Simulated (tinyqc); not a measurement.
Inside a calculation: interface roughness in a thin film (subband fluctuation and scattering). Values are carried at full precision from step to step, so a last printed digit may differ when a step is redone from the rounded ones.

Square well of width t, barriers V0, c = hbar^2/2m0: E1 solves k t + 2 atan[(k/mz)/(kappa/mb)] = pi, k = sqrt(mz E/c), kappa = sqrt(mb (V0 - E)/c). One interface is rough, so the subband edge fluctuates by G dt with G = |dE1/dt| (central difference of 0.01 angstrom; 2 E1/t for hard walls).

Constants: hbar^2/2m0 = 3.80998211 eV angstrom^2; e^2/(4 pi eps0) = 14.39964547 eV angstrom; hbar = 6.58211957e-16 eV s.

Inputs chosen for the exercise (near those of a thin InGaAs channel; not measured data):
```
symbol  value  unit         meaning
t       86     angstrom     film thickness
mz      0.044  m0           confinement mass
V0      1.99   eV           barrier
mb      0.25   m0           barrier mass
D       2.7    angstrom     rms height of the roughness
md      0.044  m0           mass in the plane
gv      1                   valleys
Lc      32     angstrom     correlation length
Ns      1.2    x 1e12/cm^2  sheet density
eps     10.8                mean dielectric constant at the channel
Lg      300    angstrom     gate length
Wg      150    angstrom     gate width
```

## Sensitivity of the level to thickness

Give E1, G, the hard-wall values and the rms fluctuation G D.

E1 = 63.33 meV
G = |dE1/dt| = 1.1128 meV/angstrom

hard walls: E1 (meV) and G (meV/angstrom): 115.551  2.687

G D = 3.00 meV

Hard walls overstate G by a factor 2.41, and the scattering rate, which goes as G^2, by 5.83.

## The angular integrand

Gaussian roughness spectrum S(q) = pi D^2 Lc^2 exp(-q^2 Lc^2/4). Degenerate gas, taken to fill one subband (the second starts to fill once c kF^2/md exceeds E2 - E1, which is not tested here): kF = sqrt(2 pi Ns/gv), q = 2 kF sin(theta/2), 1/tau = (md/(2 pi c hbar)) G^2 times the integral from 0 to pi of S(q)(1 - cos theta)/eps(q)^2 dtheta, eps(q) = 1 + qs/q with screening (qs = gv md q0/(c eps), q0 = e^2/(4 pi eps0), form factors left out, which overstates the screening; other scattering is left out too, so these values lie far above measured mobilities in all but the thinnest films) or 1 without; mobility = tau c2/md with c2 = e/m0 = 1.75882e15 cm^2/(V s^2); 1e12/cm^2 = 1e-4/angstrom^2.

kF, qs, and exp(-q^2 Lc^2/4)(1 - cos theta) without and with the factor 1/eps^2 at theta = 30, 60, ..., 180 degrees.

kF = 0.02746 1/angstrom
qs = 0.0154 1/angstrom

Integrand:
```
theta  q (1/angstrom)   bare  eps(q)  screened
30             0.0142  0.127    2.08    0.0293
60             0.0275  0.412    1.56     0.169
90             0.0388  0.680    1.40     0.349
120            0.0476  0.841    1.32     0.480
150            0.0530  0.908    1.29     0.545
180            0.0549  0.924    1.28     0.564
```

kF Lc = 0.88: the roughness is short-ranged for these electrons, and back-scattering dominates.

## Scattering time and mobility

Integrate over theta.

Results:
```
case      integral   tau (fs)  mobility (cm^2/(V s))
bare         1.796       6866              2.745e+05
screened    0.9706  1.270e+04              5.078e+05
```

Screening raises the mobility by a factor 1.9. With it kF l = 2.52e+03, so by this rate the carriers are far from localisation. Phonons, and the gate field that presses carriers to the wall, limit real channels far below this value.

## Threshold variation

Averaged over an area A = Lg Wg much larger than Lc^2, the thickness varies by D sqrt(pi Lc^2/A), so sigma(Vt) = G D Lc sqrt(pi/A)/e; the Pelgrom coefficient is sigma sqrt(A) (1 micrometre = 1e4 angstrom).

rms of the mean thickness = 0.722 angstrom
sigma(Vt) = 0.803 mV
coefficient = 0.0170 mV micrometre

The electrostatic effect of the thickness is left out. Lc is not small against the gate, so the averaging formula overstates the variation.

## Checks

- G from the envelope at the wall, psi(t/2)^2 (E1 + c mz (kappa/mb)^2), against the difference quotient, meV/angstrom: both 1.113.
- Bare integral for Lc -> 0 against pi: both 3.1416.

Run: tinyqc, `OMP_NUM_THREADS=1 python tinyqc.py 1252553 1252554 out.jsonl`; Intel(R) Xeon(R) Processor @ 2.30GHz, one thread, shared host; about 0.01 s of CPU time with all checks.
